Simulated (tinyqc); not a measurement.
A six-terminal Hall bar with edge channels and a constriction, Landauer-Buettiker equations: two steps of the calculation.

Contacts 1 (source) and 4 (drain) end the bar; 2 and 3 lie on the upper edge, 6 and 5 on the lower edge, with a constriction between 2 and 3 (and between 6 and 5). Carriers run 1 to 2 to 3 to 4 to 5 to 6 to 1 in M channels. The constriction passes Tc from 2 to 3 and from 5 to 6, and turns M - Tc from 2 to 6 and from 5 to 3. Signs are those of positive carriers; V4 = 0.

Parameters, values chosen for the exercise: edge channels, spin counted singly M = 6; summed transmission of the constriction Tc = 2; current from contact 1 to contact 4 I = 1 nA.

Constants: q = 1.602176634e-19 C, h = 6.62607015e-34 J s. Results are converted to the units shown.

Question 1. Voltages. I_i = (q^2/h) [M V_i - sum_j T_ij V_j], with I_1 = I, V_4 = 0 and no current at 2, 3, 5, 6.

T_ij:
```
	1	2	3	4	5	6
1	0	0	0	0	0	6
2	6	0	0	0	0	0
3	0	2	0	0	4	0
4	0	0	6	0	0	0
5	0	0	0	6	0	0
6	0	4	0	0	2	0
```

Wanted: V.

Answer 1.

V, contact 1 to 6 (uV): 12.906  12.906  4.302  0.000  0.000  8.604

Question 2. Resistances. R(a,b) = (V_a - V_b)/I.

V, contact 1 to 6 (uV): 12.906404  12.906404  4.302135  0.000000  0.000000  8.604269

Wanted: resistances.

Answer 2.

resistances (kohm): R(1,4) 12.91, R(2,3) 8.60, R(2,6) 4.30, R(2,5) 12.91, R(3,6) -4.30

In units of h/q^2: R(1,4) = R(2,5) = 1/Tc, R(2,3) = 1/Tc - 1/M, R(2,6) = 1/M, R(3,6) = 2/M - 1/Tc.

Computed by the program tinyqc: `OMP_NUM_THREADS=1 python tinyqc.py 2700111 2700112 out.jsonl`, one thread of a shared Intel Xeon 2.30GHz, about 0.01 s for the whole run.
